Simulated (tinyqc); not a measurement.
From results back to parameters: five-level k.p model folded onto the conduction band. Four cases, with inputs chosen for the exercise.

Problem. The levels are known; the mass and the g factor at E = Eg are given. Find Ep and Ep2.

Second-order sums for the lowest conduction level at E: 1/m = 1 + Cm + (Ep/3)(2/E + 1/(E + Dso)) - (Ep2/3)(2/(E7 + D2 - E) + 1/(E7 - E)); g/2 = 1 + Cg - (Ep/3)(1/E - 1/(E + Dso)) - (Ep2/3)(1/(E7 - E) - 1/(E7 + D2 - E)). E is counted from the top of the valence band; E = Eg at the edge.

Find: coefficients of (Ep, Ep2); right-hand sides 1/m - 1 - Cm and 1 + Cg - g/2; Ep, Ep2.

Method. Both sums are linear in Ep and Ep2, so two equations fix them.

Case 1.

Values chosen (near those of GaSb; shifted at random, so the results belong to these values and not to a real crystal): Eg = 0.828 eV (gap at Gamma to the s-like level); Dso = 0.749 eV (spin-orbit splitting); E7 = 3.09 eV (upper Gamma7 conduction level, from the valence top); D2 = 0.35 eV (its spin-orbit splitting, Gamma8 above Gamma7); Cm = -0.9 (remote term in 1/m); Cg = -0.02 (remote term in g/2).

m = 0.03829371 m0
g = -8.360908

Solution.

coefficients of (Ep, Ep2) (1/eV):
```
         1         2
1  1.01652  -0.40259
2  0.19120   0.01975
```

right-hand sides 1/m - 1 - Cm and 1 + Cg - g/2: 26.0139  5.1605

Ep, Ep2 (eV): 26.70  2.80

Case 2.

Values chosen (near those of InP; shifted at random, so the results belong to these values and not to a real crystal): Eg = 1.43 eV (gap at Gamma to the s-like level); Dso = 0.108 eV (spin-orbit splitting); E7 = 4.71 eV (upper Gamma7 conduction level, from the valence top); D2 = 0.07 eV (its spin-orbit splitting, Gamma8 above Gamma7); Cm = -0.8 (remote term in 1/m); Cg = 0 (remote term in g/2).

m = 0.07860736 m0
g = 1.295285

Solution.

coefficients of (Ep, Ep2) (1/eV):
```
         1         2
1  0.68293  -0.30063
2  0.01637   0.00212
```

right-hand sides 1/m - 1 - Cm and 1 + Cg - g/2: 12.5215  0.3524

Ep, Ep2 (eV): 20.80  5.60

Case 3.

Values chosen (near those of InP; shifted at random, so the results belong to these values and not to a real crystal): Eg = 1.446 eV (gap at Gamma to the s-like level); Dso = 0.108 eV (spin-orbit splitting); E7 = 4.7 eV (upper Gamma7 conduction level, from the valence top); D2 = 0.07 eV (its spin-orbit splitting, Gamma8 above Gamma7); Cm = -1.4 (remote term in 1/m); Cg = 0 (remote term in g/2).

m = 0.08131922 m0
g = 1.326754

Solution.

coefficients of (Ep, Ep2) (1/eV):
```
         1         2
1  0.67554  -0.30300
2  0.01602   0.00216
```

right-hand sides 1/m - 1 - Cm and 1 + Cg - g/2: 12.6972  0.3366

Ep, Ep2 (eV): 20.50  3.80

Case 4.

Values chosen (near those of GaAs; shifted at random, so the results belong to these values and not to a real crystal): Eg = 1.456 eV (gap at Gamma to the s-like level); Dso = 0.357 eV (spin-orbit splitting); E7 = 4.41 eV (upper Gamma7 conduction level, from the valence top); D2 = 0.18 eV (its spin-orbit splitting, Gamma8 above Gamma7); Cm = -1.9 (remote term in 1/m); Cg = 0 (remote term in g/2).

m = 0.06816341 m0
g = -0.481120

Solution.

coefficients of (Ep, Ep2) (1/eV):
```
         1         2
1  0.64173  -0.32556
2  0.04508   0.00648
```

right-hand sides 1/m - 1 - Cm and 1 + Cg - g/2: 15.5706  1.2406

Ep, Ep2 (eV): 26.80  5.00

Computed by tinyqc, one run a case: `OMP_NUM_THREADS=1 python tinyqc.py N N+1 out.jsonl` with N = 1081382, 1081389, 1081403, 1081426; one thread of a shared Intel(R) Xeon(R) Processor @ 2.30GHz, about 0.01 s a run at most.
